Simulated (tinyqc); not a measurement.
Bulk, dangling and hydrogenated hybrids across the gap: Weaire-Thorpe hybrids on a Bethe lattice: gap and dangling bond of an amorphous tetrahedral solid.

Four sp3 hybrids an atom at energy 0, coupled by -V1 on the atom and by -V2 along a bond; the bonds form a tree (no rings). For any network the gap runs at least from -V2 + V1 to V2 - 3 V1, and p-like states pile up at -V2 + V1 and V2 + V1. On the tree the gap is wider: it ends at Ec = -V1 + sqrt(V2^2 + 4 V1^2 - 2 sqrt3 V1 V2), which makes it well wider than the gaps of the real glasses. A branch seen from a hybrid has the self-energy S = V2^2 g, where g is the Green function of the hybrid across the bond, whose three partners carry S themselves. With a = z - V1, b = a - S: g = 1/(a + V1 b/(b + 3 V1)), z = E + i eta. A full atom has G = (1/b)(b + 3 V1)/(b + 4 V1) per hybrid; a dangling hybrid with shift dh has G = 1/(1/g - dh).

Inputs chosen for the exercise (of the size of tabulated hybrid energies for amorphous germanium; shifted at random, so the results belong to these values and not to a real crystal):

| symbol | value | unit | meaning |
|---|---|---|---|
| V1 | 1.83 | eV | coupling of two hybrids on one atom |
| V2 | 4.16 | eV | coupling of the two hybrids of a bond |
| eta | 0.02 | eV | broadening |
| dh | -1.59 | eV | shift of the dangling hybrid (rehybridisation) |
| VH | 5.4 | eV | coupling to a hydrogen atom |
| eH | -3.98 | eV | hydrogen level |
| E1s | -3.5 | eV | first energy |
| dE | 0.42 | eV | step |

edges (eV): Ev -2.33000, Ec(bound) -1.33000, Ec(tree) 0.25079

Thirteen energies E1s + j dE. With hydrogen the hybrid gains the self-energy VH^2/(z - eH) and dh = 0.

Density per hybrid (1/eV):

| E (eV) | bulk | dangling | with hydrogen |
|---|---|---|---|
| -3.50 | 0.0016 | 0.0010 | 0.0002 |
| -3.08 | 0.0031 | 0.0010 | 0.0002 |
| -2.66 | 0.0148 | 0.0014 | 0.0002 |
| -2.24 | 0.1874 | 0.0022 | 0.0002 |
| -1.82 | 0.0063 | 0.0043 | 0.0002 |
| -1.40 | 0.0020 | 0.0131 | 0.0002 |
| -0.98 | 0.0011 | 0.2427 | 0.0002 |
| -0.56 | 0.0008 | 0.0437 | 0.0003 |
| -0.14 | 0.0008 | 0.0080 | 0.0004 |
| 0.28 | 0.0074 | 0.0166 | 0.0034 |
| 0.70 | 0.0244 | 0.0420 | 0.0142 |
| 1.12 | 0.0308 | 0.0453 | 0.0226 |
| 1.54 | 0.0348 | 0.0448 | 0.0315 |

Between Ev = -2.33 and Ec = 0.25 eV the bulk density is a broadening tail (least 0.0008). The dangling hybrid reaches 0.243 at -0.98 eV among these rows; its level lies at -0.856 eV, and the peak there, of width eta, is far higher unless a row falls on it. With hydrogen the largest value on the rows inside the gap, more than 0.05 eV from an edge, is 0.0004, and 1/g = VH^2/(E - eH) has no root in the gap: the state has gone into a bonding level below and an antibonding one above.

Computed by tinyqc, a small Python program: `OMP_NUM_THREADS=1 python tinyqc.py 1480030 1480031 out.jsonl` (the numbers bound the seed that draws the inputs); one thread of a shared host (Intel(R) Xeon(R) Processor @ 2.30GHz), about 0.04 s for the whole set of steps.
